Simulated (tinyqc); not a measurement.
Single-photon avalanche diode, trigger probability and counting: two steps of the calculation.

A multiplication layer of width W with the uniform field V/W; alpha = an exp(-bn/E) for electrons, beta = ap exp(-bp/E) for holes (local model, no dead space). a = alpha W, b = beta W. Electrons enter at x = 0, holes at x = W. P0 is the probability that an electron entering at 0 starts a lasting avalanche, PW the same for a hole entering at W.

Parameters, values chosen for the exercise; ionisation coefficients close to those of germanium: excess bias Vx = 3.9 V; probability that a photon makes a pair that enters the layer eta = 0.7; thermal generation rate in the layer Gd = 110 1/s; dead time td = 5 ns; diode capacitance Cd = 90 fF; quench resistance Rq = 50 kohm; trapping probability per avalanche carrier pa = 1.4e-7; trap release time tt = 7.7 ns; photon rate nph = 2.2e5 1/s.

Constants: q = 1.602176634e-19 C. Results are converted to the units shown.

Task 1. Trigger probability by substitution. PW = P0 exp(b - a)/(1 - P0 + P0 exp(b - a)); P0(new) = 1 - (1 - PW)^(a/b).

P0 at the start = 0.5
a = 1.9739548
b = 4.8209082

Give: PW; P0 after iteration 1.

Result 1.

PW = 0.9452
P0 after iteration 1 = 0.6954

Task 2. Detection, dark counts, afterpulses and dead-time loss. Pm is the mean trigger probability of pairs made evenly in the layer. PDP = eta P0; dark counts Gd Pm; avalanche charge Cd Vx/q; afterpulse probability pa (Cd Vx/q) exp(-td/tt) Pm; true rate n = nph PDP + dark counts; measured n/(1 + n td) (non-paralysable) or n exp(-n td) (paralysable); recharge time Rq Cd.

P0 = 0.84503354
Pm = 0.94457407

Give: PDP; dark counts; avalanche charge; afterpulse probability; true rate; measured, non-paralysable; measured, paralysable; recharge time.

Result 2.

PDP = 0.59152
dark counts = 103.90 1/s
avalanche charge = 2.1908e6 electrons
afterpulse probability = 15.134 %
true rate = 1.3024e5 1/s
measured, non-paralysable = 1.3015e5 1/s
measured, paralysable = 1.3015e5 1/s
recharge time = 4.5000 ns

Dead time hides 0.065 % of the events in the first model and 0.065 % in the second.

Numbers from tinyqc (`OMP_NUM_THREADS=1 python tinyqc.py 2630041 2630042 out.jsonl`; about 0.01 s on one thread of a shared Intel Xeon 2.30GHz).
